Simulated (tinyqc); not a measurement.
Carrier lifetime from Shockley-Read-Hall, radiative, Auger and surface recombination. Changing the trap density N_t. Computed by tinyqc, a small Python program. Command: `OMP_NUM_THREADS=1 python tinyqc.py 3013537 3013538 out.jsonl lifetime sweep`. One thread of a shared host (Intel(R) Xeon(R) Processor @ 2.30GHz), about 0.02 s of CPU time with the checks.

Energies are counted from the top of the valence band. Boltzmann statistics, full ionisation, and equal excess densities of electrons and holes.

Inputs (values chosen for the exercise, for a model semiconductor):
```
quantity                          value        unit
gap E_g                            1.56          eV
electron mass m_e                0.0775         m_0
valleys M_c                           1           -
hole mass m_h                     0.568         m_0
temperature T                       300           K
doping N                        1.5e+16       cm^-3
trap level E_t                     0.76          eV
electron cross-section sigma_n    2e-16        cm^2
hole cross-section sigma_p      1.1e-17        cm^2
radiative coefficient B         3.4e-10      cm^3/s
Auger coefficient C_n           8.4e-32      cm^6/s
Auger coefficient C_p           2.3e-30      cm^6/s
excess density dn                 1e+17       cm^-3
generation rate G               9.6e+21  cm^-3 s^-1
diffusion coefficient D              42      cm^2/s
surface velocity S                30000        cm/s
thickness W                          41  micrometre
```

Doping: p-type. Surface term: two equal surfaces.

Constants: m_0 = 9.1093837015e-31 kg; k_B = 1.380649e-23 J/K; h = 6.62607015e-34 J s; k_B = 8.617333262e-05 eV/K.

Method:
- N_c = 2 M_c (2 pi m_e k_B T/h^2)^(3/2) and N_v = 2 (2 pi m_h k_B T/h^2)^(3/2), masses in units of m_0.
- n_i = sqrt(N_c N_v) exp(-E_g/2 k_B T); majority density N/2 + sqrt(N^2/4 + n_i^2), minority density n_i^2 over it.
- v = sqrt(3 k_B T/m) with m_e or m_h; tau_n0 = 1/(sigma_n v_n N_t), tau_p0 = 1/(sigma_p v_p N_t); n1 = N_c exp(-(E_g - E_t)/k_B T), p1 = N_v exp(-E_t/k_B T).
- The slowest diffusion mode has x tan x = S W/(2 D) with 0 < x < pi/2 (bisection), and tau_s = W^2/(4 x^2 D). The common approximation is W/(2 S) + W^2/(pi^2 D).
- With n = n_0 + dn, p = p_0 + dn and U/dn = 1/tau: (n p - n_i^2)/dn = n_0 + p_0 + dn = s; 1/tau_SRH = s/[tau_p0 (n + n1) + tau_n0 (p + p1)]; 1/tau_rad = B s; 1/tau_Aug = (C_n n + C_p p) s; the rates add, with 1/tau_s.
- Radiative efficiency = tau_eff/tau_rad; effective diffusion length = sqrt(D tau_eff).
- dn solves dn/tau_eff(dn) = G (60 bisections in ln dn between 1e-2 and 1e22 cm^-3); the splitting of the quasi-Fermi levels is k_B T ln(n p/n_i^2).

One run for each value; columns: (1) trap density N_t (cm^-3); (2) effective lifetime at dn (s); (3) radiative efficiency at dn; (4) quasi-Fermi splitting under G (eV); (5) effective diffusion length at dn (micrometre):
```
(1)             (2)     (3)    (4)    (5)
1.00e+10  2.052e-08  0.8022  1.217  9.283
5.00e+10  2.052e-08  0.8022  1.217  9.283
3.00e+11  2.052e-08  0.8022  1.217  9.283
1.00e+12  2.052e-08  0.8022  1.217  9.283
7.00e+12  2.052e-08  0.8021  1.217  9.282
4.00e+13  2.051e-08  0.8020  1.217  9.282
2.00e+14  2.050e-08  0.8015  1.216  9.279
1.00e+15  2.044e-08  0.7990  1.212  9.264
```

Describe and explain the trends.

Over the rows, effective lifetime at dn (s) falls from 2.052e-8 to 2.044e-8; radiative efficiency at dn falls from 0.8022 to 0.7990; quasi-Fermi splitting under G (eV) falls from 1.217 to 1.212. The exponent of effective lifetime at dn stays at 0: other channels rule.

Caution (all rows): the excess density is near an effective density of states, where Boltzmann statistics fail. Caution (all rows): beyond low injection D should be the ambipolar coefficient.

Extremes, crossings and ranges named in words are read from the listed rows.
